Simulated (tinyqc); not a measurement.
Longitudinal sound in a periodic multilayer: transfer matrices, stop bands and folded phonons: one step, computed by the program tinyqc.

Layers 1 and 2 repeat with period d = d_1 + d_2; waves travel normal to the layers, without loss. State vector (u, s): displacement u and stress divided by omega. Impedances Z = rho v are in 1e6 kg/(m^2 s).

Problem. Impedances, mean velocity and Bragg frequency. Z = rho v; interface reflection r = (Z_2 - Z_1)/(Z_2 + Z_1) (stress amplitude, from 1 into 2); Bragg frequency f_B = 1/[2 (d_1/v_1 + d_2/v_2)]; long-wave velocity v_eff = d/sqrt[(d_1/v_1)^2 + (d_2/v_2)^2 + (Z_1/Z_2 + Z_2/Z_1)(d_1/v_1)(d_2/v_2)].

Inputs (values chosen for the exercise, modelled on silica (layer 1), titanium nitride (layer 2) and gallium arsenide (substrate)): density rho_1 = 2.19 g/cm^3; velocity v_1 = 5860 m/s; thickness d_1 = 29.7 nm; density rho_2 = 5.51 g/cm^3; velocity v_2 = 10400 m/s; thickness d_2 = 88 nm; substrate density = 5.4 g/cm^3; substrate velocity = 4660 m/s.

Give: Z_1; Z_2; Z of the substrate; interface reflection r; Bragg frequency f_B; long-wave velocity v_eff.

Solution.

Z_1 = 12.8334

Z_2 = 57.304

Z of the substrate = 25.164

interface reflection r = 0.63405

Bragg frequency f_B = 36.955 GHz

long-wave velocity v_eff = 6813.8 m/s
